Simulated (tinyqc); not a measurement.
What moves the results: Boltzmann transport in a parabolic band with a power-law relaxation time. A value that a table varies takes the place of the one given here.

F_j(eta) = (1/Gamma(j + 1)) integral_0^infinity x^j dx/(1 + exp(x - eta)), which tends to exp(eta) for eta << 0.

tau = tau0 x^r with x = E/kT. With K_j = Gamma(j + 1) F_j(eta): <tau> = tau0 (r + 3/2) K_(r+1/2)/((3/2) K_(1/2)); mu = <tau>/(mc m0/e), m0/e = 5.685630e-12 kg/C; Hall factor rH = (3/2) K_(1/2) (2r + 3/2) K_(2r+1/2)/((r + 3/2) K_(r+1/2))^2; Seebeck S = -(kB/e) [(r + 5/2) K_(r+3/2)/((r + 3/2) K_(r+1/2)) - eta]; Lorenz number L = (kB/e)^2 [(r + 7/2) K_(r+5/2)/((r + 3/2) K_(r+1/2)) - ((r + 5/2) K_(r+3/2)/((r + 3/2) K_(r+1/2)))^2]; kB/e in V/K. Valley anisotropy is left out of rH.

n = N F_1/2(eta) with N = 2 (m kB T/(4 pi c))^(3/2) with c = hbar^2/2m0, in 1/angstrom^3; times 1e24 for 1/cm^3, m = md.

Constants: kB = 8.617333262e-05 eV/K; hbar^2/2m0 = 3.80998211 eV angstrom^2.

Inputs chosen for the exercise (masses near those of Ge; tau0 is set for a mobility of the usual size at this n, kL is a free input; freeze-out and phonon drag, which matter near 77 K, are left out; the results hold for these values, not for the real material): ta = 200 fs (acoustic tau at E = kT and 300 K); ti = 74 fs (impurity tau at E = kT and 300 K); mc = 0.1195 m0 (conductivity mass); md = 0.554 m0 (density-of-states mass); tau0 = 27 fs (tau at E = kT); r = 1.5 (exponent of tau); T = 200 K; kL = 1.6 W/(m K) (lattice thermal conductivity); n = 1.3e+17 1/cm^3 (electron density).

## The scattering mechanism

eta = -3.76061

Same eta for each exponent.

Results:
```
r                                     mechanism  <tau>/tau0     rH  S (microvolt/K)  L (1e-8 W ohm/K^2)
-0.5                           acoustic phonons       0.750  1.176           -497.4               1.489
0.0                  a constant relaxation time       1.000  1.000           -540.4               1.858
0.5   polar optical or piezoelectric scattering       1.508  1.104           -583.3               2.228
1.5                          ionised impurities       4.537  1.926           -669.3               2.968
```

From r = -1/2 to 3/2 |S| grows by 171.9 microvolt/K, against 2 kB/e = 172.3 in the non-degenerate limit: scattering that favours fast electrons raises the mean energy carried. rH is 1 only for constant tau and reaches 1.926 for r = 3/2; L spans 1.489 to 2.968 against the metallic 2.443.

## Mobility against temperature (two scattering mechanisms together, and the Matthiessen rule)

Non-degenerate electrons. 1/tau(x) = x^(1/2)/tA + 1/(tI x^(3/2)), x = E/kT, with tA = ta (T/300)^(-3/2) and tI = ti (T/300)^(3/2) (the screening logarithm is held fixed). <tau> = integral x^(3/2) tau exp(-x) dx/Gamma(5/2); mu = <tau>/(mc m0/e), m0/e = 5.685630e-12 kg/C. Matthiessen: 1/mu = 1/muA + 1/muI with <tau>A = tA Gamma(2)/Gamma(5/2), <tau>I = tI Gamma(4)/Gamma(5/2).

rH = <tau^2>/<tau>^2. ta and ti are inputs of their own, not tied to tau0.

Mobilities (cm^2/(V s)):
```
T (K)  acoustic  impurity  Matthiessen     exact     rH  Matthiessen/exact
40     4.55e+04       239          238       235  1.884              1.012
60     2.48e+04       440          432       416  1.794              1.038
80     1.61e+04       677          650       601  1.676              1.080
120    8.75e+03  1.24e+03     1.09e+03       909  1.448              1.198
160    5.69e+03  1.91e+03     1.43e+03  1.09e+03  1.287              1.315
220    3.53e+03  3.09e+03     1.65e+03  1.16e+03  1.150              1.413
300    2.21e+03  4.92e+03     1.53e+03  1.09e+03  1.068              1.406
400    1.44e+03  7.57e+03     1.21e+03       915  1.034              1.321
550         892  1.22e+04          831       687  1.032              1.209
```

The exact mobility peaks at 220 K of those listed. The two mechanisms are equal between 220 and 300 K. The rule overestimates everywhere, most at 220 K (by 41 %), since impurities stop the slow electrons and phonons the fast ones. rH runs between 1.032 and 1.884; the pure limits are 1.178 and 1.933, and the mixture dips below both, since the opposite energy slopes of the two rates leave tau nearly constant. Optical and intervalley phonons, left out, lower real mobilities above about 150 K.

## What moves the coefficients

sigma = e n mu with e = 1.602176634e-19 C; ZT = S^2 sigma T/(kL + L sigma T). Each row changes one parameter from the base and keeps the others.

Results:
```
case                mu (cm^2/(V s))  sigma (S/cm)  S (microvolt/K)     ZT
base                           1803         37.56           -669.3  0.207
md = 0.72 m0                   1800         37.49           -703.2  0.229
mc = 0.1553 m0                 1387         28.90           -669.3  0.160
n = 2.6e+17 1/cm^3             1813         75.51           -609.3  0.341
tau0 = 40.5 fs                 2705         56.33           -669.3  0.309
kL = 0.8 W/(m K)               1803         37.56           -669.3  0.409
T = 250 K                      1800         37.50           -698.2  0.281
```

The largest shifts from the base row, up to three for each result and ties (the steps differ in size, so this ranks the rows, not the parameters). mu (cm^2/(V s)): tau0 +902, mc -416, n +9.48; unchanged at the printed digits by kL. sigma (S/cm): n +38.0, tau0 +18.8, mc -8.66; unchanged at the printed digits by kL. S (microvolt/K): n +59.9, md -33.9, T -28.9; unchanged at the printed digits by mc, tau0 and kL. ZT: kL +0.202, n +0.133, tau0 +0.102. The row for T keeps tau0 fixed; for phonon scattering tau0 itself falls as T rises.

tinyqc: `OMP_NUM_THREADS=1 python tinyqc.py 1681128 1681129 out.jsonl`; about 0.01 s, one thread, shared Intel(R) Xeon(R) Processor @ 2.30GHz.
